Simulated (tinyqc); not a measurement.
Transfer-length model of a contact: two steps of the calculation.

A metal contact of length d and width W on a thin layer of the same width. The metal has no resistance, the sheet resistance under it equals Rsh, and current enters the layer at the front edge x = 0.

Values chosen for this exercise:
```
symbol   value      unit                       meaning
rc      1.9e-8  ohm cm^2  specific contact resistivity
d        0.052        um                contact length
W          1.6        um                 contact width
```

Task 1. Transfer length. A = Lt coth(d/Lt) is solved for Lt, starting from Lt = A. Lt(new) = sqrt(Lt A tanh(d/Lt)), the geometric mean of the old value and the plain step.

A = 0.033008000 um
Lt after iteration 1 = 0.031623604 um

Give: Lt after iteration 2.

Result 1.

Lt after iteration 2 = 0.031125 um

Task 2. Contact resistivity. rc = Rsh Lt^2. Short cuts: Rsh A^2 (long contact, Lt = A) and Rc W d (short contact, even current).

Rsh = 2000 ohm/sq
Rc = 41.26 ohm
A = 0.033008000 um
converged Lt = 0.030822109 um

Give: rc; Rsh A^2; Rc W d.

Result 2.

rc = 1.900e-8 ohm cm^2
Rsh A^2 = 2.179e-8 ohm cm^2
Rc W d = 3.433e-8 ohm cm^2

The extracted rc is within 0.01 % of the value 1.9e-8 ohm cm^2 that made the data.

Numbers from tinyqc (`OMP_NUM_THREADS=1 python tinyqc.py 2760041 2760042 out.jsonl`; about 0.01 s on one thread of a shared Intel Xeon 2.30GHz).
